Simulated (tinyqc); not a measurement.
Inside a calculation. Method: tight binding, dimerised chain. One step of it, computed by the program tinyqc.

Problem. Bloch Hamiltonian at X. H_AA = +delta, H_BB = -delta, H_AB = -t1 - t2 exp(-i k a).

Parameters chosen for this model:
```
parameter     value                      unit
t1         2.200000       eV, inside the cell
t2         0.570000         eV, between cells
delta      0.080000  eV, +/- on the two sites
```

k point X (2 pi / a): 0.500000

Give: H(k) at X.

Solution.

H(k) at X (eV):
```
        A       B
A   0.080  -1.630
B  -1.630  -0.080
```
